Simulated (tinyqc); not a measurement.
Non-radiative capture by multiphonon emission, one effective mode: one step, computed by the program tinyqc. Command: `OMP_NUM_THREADS=1 python tinyqc.py 3021140 3021141 out.jsonl capture walk`. One thread of a shared host (Intel(R) Xeon(R) Processor @ 2.30GHz), about 0.01 s of CPU time with the checks.

The initial state (free carrier plus empty centre) lies dE above the final state; both have the same frequency and are displaced by dQ.

Question. Geometry of the two curves. dQ = sqrt(2 S (hbar^2/u)/hbar omega); relaxation energy lambda = S hbar omega; phonons needed P = dE/hbar omega; classical barrier E_b = (dE - lambda)^2/(4 lambda); occupation n = 1/(exp(hbar omega/k_B T) - 1).

Inputs (values chosen for the exercise, with mass, screening and phonons like those of beta-Ga2O3):
```
quantity                  value  unit
energy released dE        0.208    eV
phonon energy hbar omega     35   meV
Huang-Rhys factor S        3.46     -
temperature T               120     K
```

Centre: repulsive.

Constants: hbar^2/u = 4.18015928e-03 eV angstrom^2; k_B = 8.617333262e-05 eV/K.

Give: dQ; lambda; P; classical barrier E_b; occupation n.

Answer.

dQ = 0.9091 u^(1/2) angstrom

lambda = 0.1211 eV

P = 5.943

classical barrier E_b = 0.01559 eV

occupation n = 0.03508

dE exceeds lambda: the inverted case usual for deep centres, in which the curves cross on the far side of the initial minimum.
